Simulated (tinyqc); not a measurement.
Doping: the thermoelectric optimum: Boltzmann transport in a parabolic band with a power-law relaxation time.

F_j(eta) = (1/Gamma(j + 1)) integral_0^infinity x^j dx/(1 + exp(x - eta)), which tends to exp(eta) for eta << 0.

n = N F_1/2(eta) with N = 2 (m kB T/(4 pi c))^(3/2) with c = hbar^2/2m0, in 1/angstrom^3; times 1e24 for 1/cm^3, m = md.

tau = tau0 x^r with x = E/kT. With K_j = Gamma(j + 1) F_j(eta): <tau> = tau0 (r + 3/2) K_(r+1/2)/((3/2) K_(1/2)); mu = <tau>/(mc m0/e), m0/e = 5.685630e-12 kg/C; Hall factor rH = (3/2) K_(1/2) (2r + 3/2) K_(2r+1/2)/((r + 3/2) K_(r+1/2))^2; Seebeck S = -(kB/e) [(r + 5/2) K_(r+3/2)/((r + 3/2) K_(r+1/2)) - eta]; Lorenz number L = (kB/e)^2 [(r + 7/2) K_(r+5/2)/((r + 3/2) K_(r+1/2)) - ((r + 5/2) K_(r+3/2)/((r + 3/2) K_(r+1/2)))^2]; kB/e in V/K. Valley anisotropy is left out of rH.

Constants: hbar^2/2m0 = 3.80998211 eV angstrom^2; kB = 8.617333262e-05 eV/K.

Parameters, chosen for this exercise (masses near those of Ge; tau0 is set for a mobility of the usual size at this n, kL is a free input; freeze-out and phonon drag, which matter near 77 K, are left out; the results hold for these values, not for the real material):
```
symbol  value   unit     meaning
md      0.545   m0       density-of-states mass
mc      0.1161  m0       conductivity mass
tau0    43      fs       tau at E = kT
r       0                exponent of tau
T       300     K
kL      99      W/(m K)  lattice thermal conductivity
```

tau0 is held fixed. sigma = e n mu with e = 1.602176634e-19 C; ZT = S^2 sigma T/(kL + L sigma T).

Results:
```
n (1/cm^3)    eta  mu (cm^2/(V s))  sigma (S/cm)     rH  S (microvolt/K)  L (1e-8)  S^2 sigma (mW/(m K^2))      ZT
1.0e+17     -4.61              651          10.4  1.000             -613     1.857                   0.392  0.0012
3.0e+17     -3.51              651          31.3  1.000             -519     1.859                   0.842  0.0026
1.0e+18     -2.28              651           104  1.000             -415     1.865                    1.80  0.0055
3.0e+18     -1.11              651           313  1.000             -322     1.880                    3.25  0.0098
6.0e+18     -0.31              651           626  1.000             -265     1.903                    4.39   0.013
1.0e+19      0.34              651      1.04e+03  1.000             -224     1.931                    5.22   0.016
3.0e+19      2.10              651      3.13e+03  1.000             -142     2.045                    6.31   0.019
1.0e+20      5.42              651      1.04e+04  1.000              -73     2.249                    5.62   0.016
3.0e+20     11.53              651      3.13e+04  1.000              -36     2.384                    4.14   0.010
```

Give the missing row, n (1/cm^3) = 5.0e+19.

Computed row:
```
n (1/cm^3)   eta  mu (cm^2/(V s))  sigma (S/cm)     rH  S (microvolt/K)  L (1e-8)  S^2 sigma (mW/(m K^2))     ZT
5.0e+19     3.24              651      5.22e+03  1.000             -109     2.127                    6.25  0.018
```

|S| falls by 198 microvolt/K from the first to the third row (198 a decade in the non-degenerate range; holes, which count near the intrinsic density, and non-parabolicity are left out). The power factor peaks at 3e+19 1/cm^3 of those listed (eta = 2.10, S = -142); ZT is largest at 3e+19 1/cm^3 (eta = 2.10). With a constant tau, mu does not depend on n and rH is 1. A real tau0 would fall with doping.

Program tinyqc; command `OMP_NUM_THREADS=1 python tinyqc.py 1682229 1682230 out.jsonl`; about 0.01 s on one thread of a shared Intel(R) Xeon(R) Processor @ 2.30GHz.
